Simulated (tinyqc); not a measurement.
Pump-down curve: gas flow in a process chamber: flow regimes, conductance, effective pumping speed, pump-down, outgassing and purge. Computed by tinyqc, a small Python program. Command: `OMP_NUM_THREADS=1 python tinyqc.py 3120874 3120875 out.jsonl pump walk`. One thread of a shared host (Intel(R) Xeon(R) Processor @ 2.30GHz), about 0.08 s of CPU time with the checks.

Ideal gas, isothermal flow, a pump of constant speed at the end of a round pipe; process gas, volume gas and outgassing are given the same properties. 1 sccm = 101325 Pa x 1e-6 m^3/60 s x T/273.15 K.

Inputs (values chosen for the exercise, modelled on hydrogen near room temperature): molar mass M = 2.016 g/mol; molecular diameter = 0.27 nm; viscosity eta = 8.9 micropascal s; temperature T = 293 K; chamber volume V = 31 L; wall area = 4.2 m^2; pipe diameter d = 16 cm; pipe length l = 76 cm; pump speed S = 1100 L/s; outgassing rate after 1 h = 1.4e-06 Pa m^3/(s m^2); outgassing exponent n = 0.98; starting pressure p0 = 310 Pa.

Constants: k_B = 1.380649e-23 J/K; u = 1.6605390666e-27 kg.

Method:
- Mean speed c = sqrt(8 k_B T/(pi m)); aperture conductance C_a = c pi d^2/16; molecular pipe C_m = C_a/(1 + 3 l/(4 d)) (Dushman form); viscous pipe C_v = pi d^4 p_mean/(128 eta l); Knudsen interpolation C = C_v + C_m (1 + x)/(1 + 1.24 x), x = d p_mean sqrt(m/(k_B T))/eta.
- Effective speed 1/S_eff = 1/S + 1/C_m; time constant V/S_eff; pressure at which the free path k_B T/(sqrt2 pi d_m^2 p) equals d.
- Pump-down: V dp/dt = -S_eff(p) p + q(t) A, with S_eff = S p_2/p, where p_2 solves C((p + p_2)/2) (p - p_2) = S p_2 at each moment, and q(t) = q_1 (1 h/(t + 10 s))^n; integrated adaptively. At long times p = q(t) A/S_eff.
- S_eff(p) is tabulated at 260 pressures and interpolated in ln p. Comparison columns: p0 exp(-t/time constant) with the molecular S_eff (0 below 1e-26 p0), and the outgassing limit.

time constant = 0.0442224 s

S_eff in molecular flow = 701.003 L/s

Pressure against time:
```
t (s)       p (Pa)  S_eff (L/s)  volume gas only (Pa)  outgassing limit (Pa)
0.3     5.1047e-02       691.28            3.5087e-01             2.6077e-03
1       2.4593e-03       699.70            4.6845e-08             2.4449e-03
3       2.0860e-03       699.89                     0             2.0757e-03
10      1.3653e-03       700.26                     0             1.3609e-03
30      6.9107e-04       700.62                     0             6.8995e-04
100     2.5617e-04       700.86                     0             2.5602e-04
300     9.2767e-05       700.95                     0             9.2747e-05
1000    2.9149e-05       700.99                     0             2.9147e-05
3600    8.3654e-06       701.00                     0             8.3652e-06
20000   1.5618e-06       701.00                     0             1.5618e-06
100000  3.2269e-07       701.00                     0             3.2269e-07
```

What follows from these numbers?

From t = 1 s on the pressure is within 20 % of the outgassing limit, which falls only as (t + 10 s)^-0.98: walls, not volume, set the time to base pressure.
